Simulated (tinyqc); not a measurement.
## Undoped symmetric double-gate MOSFET, analytic potential model: effect of the insulator thickness

An undoped body of thickness ts between two equal insulators and tied gates; long channel, electrons only, n = ni exp((psi - V)/Vt) with V the quasi-Fermi potential (0 at the source, Vd at the drain), constant mobility, no quantisation. Across the body psi(x) = V - 2 Vt ln[(ts/(2 beta)) sqrt(q ni/(2 eps0 eps_r Vt)) cos(2 beta x/ts)], x from the centre. Q is the electron charge per area of the whole body.

ni = sqrt(Nc Nv) exp(-Eg/(2 Vt)), Eg in volts; r = eps_r tox/(eox ts); V0 = dphi + 2 Vt ln[(2/ts) sqrt(2 eps0 eps_r Vt/(q ni))]. beta (between 0 and pi/2) solves (Vg - V0 - V)/(2 Vt) = ln(beta) - ln(cos beta) + 2 r beta tan(beta). Q = 8 eps0 eps_r Vt beta tan(beta)/ts; I = mu (1/L)(4 eps0 eps_r/ts)(2 Vt)^2 [g(beta_s) - g(beta_d)] per width, g = beta tan(beta) - beta^2/2 + r beta^2 tan^2(beta), with beta_s at V = 0 and beta_d at V = Vd.  I(low) is taken at Vg = 0.05 V, Qs and I(high) at Vg = 0.8 V.

Inputs (values chosen for the exercise); material values close to those of silicon:
- T = 400 K (temperature)
- Eg = 1.1 eV (band gap)
- eps_r = 11.5 (relative permittivity of the semiconductor)
- Nc = 4.23e19 cm^-3 (conduction-band density of states at T)
- Nv = 4.06e19 cm^-3 (valence-band density of states at T)
- eox = 7.37 (relative permittivity of the gate insulator)
- ts = 10 nm (body thickness)
- dphi = -0.14 V (gate work function less that of the intrinsic body)
- mu = 130 cm^2/(V s) (channel mobility)
- L = 0.2 um (gate length)
- Vd = 0.05 V (drain voltage)

Constants: q = 1.602176634e-19 C, kB = 1.380649e-23 J/K, Vt = kB T/q, eps0 = 8.8541878128e-14 F/cm where lengths are in cm. Results are converted to the units shown.

The same in every row: V0 (V) = 0.3010.

Result of one run:
```
tox (nm)  I(low) (nA/um)  Qs(high) (nC/cm^2)  I(high) (uA/um)
2.1                3.314                2211            67.63
```

What becomes of these results when the insulator thickness tox is changed from 2.1 to 4.5 nm, all else the same?

Result of the changed run:
```
tox (nm)  I(low) (nA/um)  Qs(high) (nC/cm^2)  I(high) (uA/um)
4.5                3.312                1155            35.53
```

The whole series:
```
tox (nm)  I(low) (nA/um)  Qs(high) (nC/cm^2)  I(high) (uA/um)
1                  3.315                4097            124.5
1.5                3.314                2930            89.37
2.1                3.314                2211            67.63
3.1                3.313                1590            48.77
4.5                3.312                1155            35.53
6.4                3.310               851.5            26.24
9.3                3.307               613.7            18.94
```

As tox goes from 1 to 9.3 nm, I(low) stays near 3.31 nA/um and I(high) falls from 125 to 18.9 uA/um. On average I(low) is independent of tox and I(high) goes as tox^(-0.84). Below threshold no voltage drops over the insulator in this long-channel model, so its thickness does not matter there. For tox = 1 to 6.4 nm the surface density at the source at the higher gate voltage passes 0.3 Nc, where Boltzmann statistics fail.

tinyqc, about 0.01 s, one thread, Intel Xeon 2.30GHz (shared host): `OMP_NUM_THREADS=1 python tinyqc.py 2440048 2440049 out.jsonl`
